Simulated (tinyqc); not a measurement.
Electron counts at which the sphere reaches the zone: Brillouin zone and empty-lattice bands of the hcp structure.

Primitive vectors a1 = a (1,0,0), a2 = a (-1/2, sqrt3/2, 0), a3 = (0,0,c); atoms at 0 and a1/3 + 2 a2/3 + a3/2. Reciprocal vectors obey a_i.b_j = 2 pi delta_ij; k is given in units of 2 pi/a. Empty-lattice levels are c0 (2 pi/a)^2 |k + G|^2, c0 = hbar^2/2m0. Points: M = (1/2, 1/(2 sqrt3), 0), K = (2/3, 0, 0), A = (0, 0, a/2c), L = M + A, H = K + A.

Constants: hbar^2/2m0 = 3.80998211 eV angstrom^2.

Values chosen for the exercise (out of a larger set: lattice near that of Ru; not measured data): a = 2.73 angstrom (lattice constant); ca = 1.595 (c/a).

Z = V kF^3/(6 pi^2), V the volume of the primitive cell, with kF = |k| of each point.

Results:

| point | \|k\| (2 pi/a) | Z per atom | EF there (eV) |
|---|---|---|---|
| M | 0.5774 | 1.114 | 6.727 |
| K | 0.6667 | 1.714 | 8.970 |
| A | 0.3135 | 0.178 | 1.983 |
| L | 0.6570 | 1.641 | 8.710 |
| H | 0.7367 | 2.313 | 10.953 |

What can be read from this table?

The sphere first touches the zone at A, for Z = 0.178, and covers it at H, for Z = 2.313, while the zone itself holds 1 electron per atom. These counts do not depend on a, only on c/a. The face through A belongs to G = (0001), whose structure factor vanishes, so no first-order gap opens there.

Program tinyqc; command `OMP_NUM_THREADS=1 python tinyqc.py 1851228 1851229 out.jsonl`; about 0.02 s on one thread of a shared Intel(R) Xeon(R) Processor @ 2.30GHz.
